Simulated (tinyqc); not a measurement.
Plane-wave Kohn-Sham cycle with exchange-only LDA in a layered model solid, step by step. One step of it, computed by the program tinyqc.

Task: Iteration 2: potential. V_H(G) = 4 pi rho(G)/G^2 for G != 0 (uniform background); v_x = -(3 rho/pi)^(1/3); V = V_ext + V_H + v_x; Fourier components f(G_m) = (1/N) sum_j f(x_j) exp(-i G_m x_j).

A solid whose potential varies along x alone (atomic units):
```
parameter                      value
period a                   14.200000
cross-section of the cell  13.000000
electrons per cell                 4
grid points                       16
plane waves -n..n, n               3
k points                           2
V1 in V1 cos(2 pi x/a)     -0.480000
V2 in V2 cos(4 pi x/a)      0.090000
```

density after iteration 1 (e/bohr^3): [0.03612876, 0.04112022, 0.04412048, 0.03317021, 0.01730423, 0.00794422, 0.00500148, 0.00443924, 0.00436664, 0.00443924, 0.00500148, 0.00794422, 0.01730423, 0.03317021, 0.04412048, 0.04112022]

Give: Potentials on the grid; V(G_m), m = 0, 1, 2, ....

Result:

Potentials on the grid (hartree):
```
x        V_ext     V_H     v_x       V
0.000   -0.390   1.371  -0.326   0.655
0.887   -0.380   1.295  -0.340   0.575
1.775   -0.339   1.027  -0.348   0.340
2.663   -0.247   0.551  -0.316  -0.013
3.550   -0.090  -0.036  -0.255  -0.381
4.438    0.120  -0.585  -0.196  -0.662
5.325    0.339  -1.004  -0.168  -0.833
6.213    0.507  -1.260  -0.162  -0.915
7.100    0.570  -1.345  -0.161  -0.936
7.987    0.507  -1.260  -0.162  -0.915
8.875    0.339  -1.004  -0.168  -0.833
9.762    0.120  -0.585  -0.196  -0.662
10.650  -0.090  -0.036  -0.255  -0.381
11.537  -0.247   0.551  -0.316  -0.013
12.425  -0.339   1.027  -0.348   0.340
13.312  -0.380   1.295  -0.340   0.575
```

V(G_m), m = 0, 1, 2, ... (hartree): [-0.254, 0.406, 0.060, -0.008, -0.003, -0.001, 0.000]
